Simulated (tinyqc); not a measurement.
Worked calculation: plane-wave Kohn-Sham cycle with exchange-only LDA in a layered model solid. One step of it, computed by the program tinyqc.

Problem. Iteration 2: potential. V_H(G) = 4 pi rho(G)/G^2 for G != 0 (uniform background); v_x = -(3 rho/pi)^(1/3); V = V_ext + V_H + v_x; Fourier components f(G_m) = (1/N) sum_j f(x_j) exp(-i G_m x_j).

A solid whose potential varies along x alone (atomic units):
```
parameter                      value
period a                   12.100000
cross-section of the cell  33.000000
electrons per cell                 4
grid points                       16
plane waves -n..n, n               2
k points                           4
V1 in V1 cos(2 pi x/a)     -0.520000
V2 in V2 cos(4 pi x/a)     -0.190000
```

density after iteration 1 (e/bohr^3): [0.01107930, 0.01116912, 0.01114114, 0.01062182, 0.00982143, 0.00924950, 0.00905456, 0.00902969, 0.00902670, 0.00902969, 0.00905456, 0.00924950, 0.00982143, 0.01062182, 0.01114114, 0.01116912]

Give: Potentials on the grid; V(G_m), m = 0, 1, 2, ....

Solution.

Potentials on the grid (hartree):
```
x          V_ext      V_H      v_x        V
0.0000   -0.7100   0.0582  -0.2195  -0.8713
0.7562   -0.6148   0.0544  -0.2201  -0.7805
1.5125   -0.3677   0.0423  -0.2199  -0.5454
2.2687   -0.0646   0.0224  -0.2165  -0.2587
3.0250    0.1900  -0.0016  -0.2109  -0.0225
3.7812    0.3333  -0.0243  -0.2067   0.1023
4.5375    0.3677  -0.0418  -0.2052   0.1206
5.2938    0.3461  -0.0525  -0.2051   0.0885
6.0500    0.3300  -0.0560  -0.2050   0.0689
6.8063    0.3461  -0.0525  -0.2051   0.0885
7.5625    0.3677  -0.0418  -0.2052   0.1206
8.3187    0.3333  -0.0243  -0.2067   0.1023
9.0750    0.1900  -0.0016  -0.2109  -0.0225
9.8313   -0.0646   0.0224  -0.2165  -0.2587
10.5875  -0.3677   0.0423  -0.2199  -0.5454
11.3438  -0.6148   0.0544  -0.2201  -0.7805
```

V(G_m), m = 0, 1, 2, ... (hartree): [-0.2121, -0.2353, -0.0947, 0.0002, 0.0001]
